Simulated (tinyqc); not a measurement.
Changing the field after the step F: velocity overshoot from momentum and energy balance equations after a field step. Computed by tinyqc, a small Python program. Command: `OMP_NUM_THREADS=1 python tinyqc.py 3001364 3001365 out.jsonl overshoot sweep`. One thread of a shared host (Intel(R) Xeon(R) Processor @ 2.30GHz), about 0.07 s of CPU time with the checks.

At t = 0 the field jumps from 0 to F in a uniform sample. v is the drift velocity and u = w - (3/2) k_B T the excess energy per carrier.

Inputs (values chosen for the exercise, modelled on holes in silicon except for tau_E):
```
quantity                      value        unit
effective mass m               0.42         m_0
low-field mobility mu_0         430  cm^2/(V s)
saturation velocity v_s        0.81    1e7 cm/s
energy relaxation time tau_E    0.2          ps
lattice temperature T           300           K
time step dt                    2.7          fs
```

Scheme: explicit Euler.

Constants: m_0 = 9.1093837015e-31 kg; e = 1.602176634e-19 C; k_B = 8.617333262e-05 eV/K.

Method:
- dv/dt = e F/m - v/tau_m(u), du/dt = e F v - u/tau_E, tau_m(u) = tau_0/(1 + c u), tau_0 = m mu_0/e, c = mu_0/(e tau_E v_s^2); this choice gives the steady state v (1 + mu_0 F v/v_s^2) = mu_0 F, which saturates at v_s. Steady velocity v = 2 mu_0 F/(1 + sqrt(1 + 4 (mu_0 F/v_s)^2)); u = e F v tau_E; carrier temperature T + 2u/(3 k_B), neglecting the drift energy m v^2/2.
- Step: v_new = v + dt (e F/m - v/tau_m(u)), u_new = u + dt (e F v - u/tau_E). Start v = u = 0; the distance adds dt (v + v_new)/2.
- Run to 8 times the larger of tau_E and tau_0, but at most 20001 steps, and stop early if |v| > 1000 v_s or u < -1/(2c); the run is accepted if the last v is within 0.5 % of the steady value.

One run for each value; columns: (1) field after the step F (kV/cm); (2) peak over steady velocity; (3) peak velocity (1e7 cm/s); (4) steady velocity (1e7 cm/s); (5) time of the peak (fs); (6) distance at the peak (nm):
```
(1)      (2)     (3)      (4)    (5)     (6)
3.8   1.0038  0.1578  0.15724  569.7  7.5337
5.4   1.0113  0.2182  0.21573  464.4  8.2389
7.8   1.0308  0.3008  0.29186  367.2  8.6725
11.0  1.0683  0.3983  0.37280  291.6  8.8130
16.0  1.1395  0.5277  0.46311  226.8  8.7867
24.0  1.2598  0.6958  0.55226  172.8  8.5622
34.0  1.4018  0.8637  0.61612  135.0  8.0789
50.0  1.6021  1.0761  0.67166  102.6  7.4405
72.0  1.8354  1.3048  0.71094   81.0  7.0346
```

Describe and explain the trends.

Over the rows, peak over steady velocity rises from 1.00 to 1.84 (exponent d ln y / d ln x 0.021 between the first rows and 0.37 between the last); peak velocity (1e7 cm/s) rises from 0.158 to 1.30 (exponent d ln y / d ln x 0.92 between the first rows and 0.53 between the last); steady velocity (1e7 cm/s) rises from 0.157 to 0.711 (exponent d ln y / d ln x 0.90 between the first rows and 0.16 between the last). Overshoot passes 10 % between 11.0 and 16.0 kV/cm; the knee field v_s/mu_0 is 18.8 kV/cm.

Extremes, crossings and ranges named in words are read from the listed rows.
